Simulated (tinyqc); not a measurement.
Leakage through a gate insulator: direct, Fowler-Nordheim, trap-assisted and Poole-Frenkel currents: one step, computed by the program tinyqc. Command: `OMP_NUM_THREADS=1 python tinyqc.py 3009421 3009422 out.jsonl oxideleak walk`. One thread of a shared host (Intel(R) Xeon(R) Processor @ 2.30GHz), about 0.01 s of CPU time with the checks.

Electrons enter from the cathode Fermi level at x = 0; the conduction band of the insulator lies phi_b - e F x above it, F = V/t. WKB exponents use a parabolic band with mass m.

Question. One trap at several depths. For a level a distance phi(x) below the band, the WKB exponent is 2 int kappa dx with kappa = sqrt(m phi/(hbar^2/2m_0)); for a linear barrier from phi_1 down to phi_2 = max(phi_1 - e F d, 0) it is G = (4/3) sqrt(m/(hbar^2/2m_0)) (phi_1^(3/2) - phi_2^(3/2))/(e F). A trap at depth x lies phi_t below the band. Capture: tunnel at the cathode Fermi level from 0 to x (G_in from phi_1 = phi_b), rate nu_0 exp(-G_in - E_c/k_B T) with E_c = E_a + max(phi_b - phi_t - e F x, 0), the last term being the height of the trap above the cathode Fermi level. Emission: tunnel from the trap level to the anode (G_out from phi_1 = phi_t over t - x), rate nu_0 exp(-G_out - E_a/k_B T). Re-emission to the cathode follows from detailed balance, rate_back = rate_in exp(dE/k_B T) with dE = phi_b - phi_t - e F x. Each trap passes R = rate_in rate_out/(rate_in + rate_back + rate_out) electrons per second; filling from the anode is left out. Depths: t times 0.08, 0.2, 0.32, 0.44, 0.56, 0.68, 0.8 and 0.92, rounded to 0.01 nm.

Inputs (values chosen for the exercise, with an insulator like Al2O3):
```
quantity                        value  unit
thickness t                       6.9    nm
barrier phi_b                    2.21    eV
tunnelling mass m                0.36   m_0
voltage across the insulator V    5.3     V
trap depth phi_t                  1.6    eV
attempt rate nu_0               1e+13   1/s
activation of capture E_a        0.26    eV
temperature T                     400     K
```

Constants: k_B = 8.617333262e-05 eV/K; hbar^2/(2 m_0) = 3.80998212 eV angstrom^2.

Give: Rates.

Answer.

Rates:
```
x (nm)   G_in  G_out  E_c (eV)  rate in (1/s)  rate back (1/s)  rate out (1/s)    R (1/s)
0.55     4.78  10.80    0.4475      1.933e+05        4.457e+07       1.082e+05  4.661e+02
1.38    10.95  10.80    0.2600      9.303e+04        1.990e-01       1.082e+05  5.002e+04
2.21    15.57  10.80    0.2600      9.140e+02        1.814e-11       1.082e+05  9.063e+02
3.04    17.53  10.80    0.2600      1.291e+02        2.376e-20       1.082e+05  1.289e+02
3.86    17.53  10.80    0.2600      1.291e+02        2.754e-28       1.082e+05  1.289e+02
4.69    17.53  10.80    0.2600      1.291e+02        2.555e-36       1.082e+05  1.289e+02
5.52    17.53   8.68    0.2600      1.291e+02        2.370e-44       8.990e+05  1.290e+02
6.35    17.53   3.98    0.2600      1.291e+02        2.199e-52       9.892e+07  1.291e+02
```

The most effective of these traps sits at 1.38 nm, 20 % of the way; where rate back exceeds rate out, re-emission drains the trap, and elsewhere the slower forward step limits R; the best depth is near where rate in and rate out cross.
